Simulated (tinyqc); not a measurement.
Read current of a NAND string, cells in series solved by shooting: one step of the calculation.

Cells in series, numbered from 0 at the source line (0 V) to the bit line, each followed by a gap resistance Rg. A cell with gate Vg, threshold VT, source Vs and drain Vd passes I = 2 nf K Vt^2 [F(Vs) - F(Vd)]/(1 + th max(Vg - VT, 0)), F(V) = ln^2(1 + exp((Vg - VT - nf V)/(2 nf Vt))). The selected cell has Vg = Vr, the others Vg = Vp.

Task. Node voltages for a trial current. For a trial current I start at 0 V and, cell by cell (the selected one is cell 1), solve for the drain: sqrt(F(Vd)) = sqrt(F(Vs) - I/k), k = 2 nf K Vt^2/(1 + th max(Vg - VT, 0)), Vd = [Vg - VT - 2 nf Vt ln(exp(sqrt F) - 1)]/nf, then add I Rg.

Values chosen for this exercise; values of the order met in vertical NAND strings:
```
symbol  value    unit                                 meaning
T         358       K                             temperature
K          22  uA/V^2                   gain factor of a cell
nf        1.4                                    slope factor
th       0.17     1/V               mobility reduction factor
Rg          1    kohm     resistance of the gap between cells
Vbl       0.4       V                        bit-line voltage
Vp        7.4       V                            pass voltage
Vr       3.21       V  read voltage on the selected word line
```

Constants: q = 1.602176634e-19 C, kB = 1.380649e-23 J/K, Vt = kB T/q. Results are converted to the units shown.

second trial current = 2.2 uA
thresholds from the source end, cell 0 to 5 (V): [-2.1, 2.4, -2.1, -2.1, -2.1, 3]

Find: node voltage after each cell and gap, trial 2.

Result.

node voltage after each cell and gap, trial 2, cell 0 to 5 (V): [0.029782, 0.20856, 0.23922, 0.27002, 0.30095, 0.34743]

Computed by the program tinyqc: `OMP_NUM_THREADS=1 python tinyqc.py 2142108 2142109 out.jsonl`, one thread of a shared Intel Xeon 2.30GHz, about 0.9 s for the whole run.
